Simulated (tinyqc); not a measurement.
Deformation-potential model of the Delta valleys of a conduction band, step by step. Values are carried at full precision from step to step, so a last printed digit may differ when a step is redone from the rounded ones.

s11 = (C11 + C12)/((C11 - C12)(C11 + 2 C12)), s12 = -C12/((C11 - C12)(C11 + 2 C12)), s44 = 1/C44; exx = s11 sxx + s12 (syy + szz) and cyclic, exy = s44 sxy/2; tension is positive. A uniaxial stress X along the unit vector n is s_ij = X n_i n_j.

Constants: kB = 8.617333262e-05 eV/K; hbar^2/2m0 = 3.80998211 eV angstrom^2.

Parameters, chosen for this exercise (near those of Si; not measured data):
- C11 = 158.3 GPa
- C12 = 60.1 GPa
- C44 = 78.5 GPa
- load = uniaxial [001] (kind of stress)
- X = 0.71 GPa (stress)
- Xd = 1.19 eV (dilation potential)
- Xu = 8.9 eV (uniaxial potential)
- T = 150 K (temperature)
- ml = 0.945 m0 (longitudinal mass)
- mt = 0.196 m0 (transverse mass)

## Strain from a uniaxial [001] stress

Form the compliances and the strain.

s11, s12, s44 (1/TPa): 7.9858  -2.1975  12.7389

strain tensor:
```
           x          y         z
x  -0.001560   0.000000  0.000000
y   0.000000  -0.001560  0.000000
z   0.000000   0.000000  0.005670
```

## Valley shifts

Valleys with axes along x, y and z, each a pair at +k and -k. Herring-Vogt shift of a valley with unit axis a: dE = Xd tr(e) + Xu a.e.a. Non-degenerate shares n_i = exp(-dE_i/kT)/sum_j exp(-dE_j/kT). Inverse mass tensor of a valley: (1 - a a)/mt + a a/ml; the masses are taken as independent of strain.

Apply the Herring-Vogt formula to each valley.

Xd tr(e) = 3.03 meV

a.e.a: x -0.001560, y -0.001560, z 0.005670

shifts dE (meV): x -10.85, y -10.85, z 53.50

The lowest valleys are x and y, 64.3 meV below the highest; the mean shift over all valleys is (Xd + Xu/3) tr(e) = 10.60 meV.

## Shares of the electrons

Boltzmann factors of the shifts.

kT = 12.926 meV

shares: x 0.4983, y 0.4983, z 0.0034

effective number of valley axes, 1/(largest share) = 2.007

## Conductivity mass tensor

With one scattering time for all valleys the conductivity goes as M = sum_i n_i (inverse mass tensor of valley i); along the unit vector u, 1/m_c = u.M.u. Without stress 1/m_c = (1/ml + 2/mt)/3. Take u along [1-10].

M (1/m0):
```
       x      y      z
x  3.087  0.000  0.000
y  0.000  3.087  0.000
z  0.000  0.000  5.088
```

m_c along [1-10] = 0.3239 m0
m_c without stress = 0.2664 m0

The repopulation alone changes the mobility along [1-10] by -17.8 %; with all electrons in the valleys lightest or heaviest along this direction it would change by +36 or -18 %.

## Effective density of states

Each of the 6 whole valleys has m_d = (ml mt^2)^(1/3) and N = 2 (m_d kT/(4 pi c))^(3/2), c = hbar^2/2m0. Counted from the lowest edge, Nc = N x 2 x sum_i exp(-(dE_i - dE_min)/kT). 1 angstrom^-3 = 1e24 cm^-3.

m_d = 0.3311 m0
N of one valley = 1.690e+18 cm^-3
Nc under stress = 6.785e+18 cm^-3
Nc without stress = 1.014e+19 cm^-3

## Piezoresistance from repopulation

For small stress d(rho)/rho = pi X. For valleys on the cube axes pi11 = -(2/3) Xu (s11 - s12)/kT x (K - 1)/(2K + 1), pi12 = -pi11/2, pi44 = 0, K = ml/mt. For stress along [110]: pi_l = (pi11 + pi12 + pi44)/2 with the current along it and pi_t = (pi11 + pi12 - pi44)/2 with the current along [1-10]. 1/GPa = 100 x 1e-11/Pa.

K = 4.821

pi11, pi12, pi44 (1e-11/Pa): -167.8  83.9  0.0

pi_l, pi_t for [110] (1e-11/Pa): -42.0  -42.0

Only the transfer between valleys is counted; changes of mass and of intervalley scattering add to it in a real crystal.

## Checks

- Conductivity mass at zero stress against 3/(1/ml + 2/mt): both 0.2663758.
- Piezoresistance coefficients by finite differences against the closed form: largest difference 1.1e-07.

Computed by tinyqc, a small Python program: `OMP_NUM_THREADS=1 python tinyqc.py 1080269 1080270 out.jsonl` (the numbers bound the seed that draws the inputs); one thread of a shared host (Intel(R) Xeon(R) Processor @ 2.30GHz), about 0.01 s for the whole set of steps.
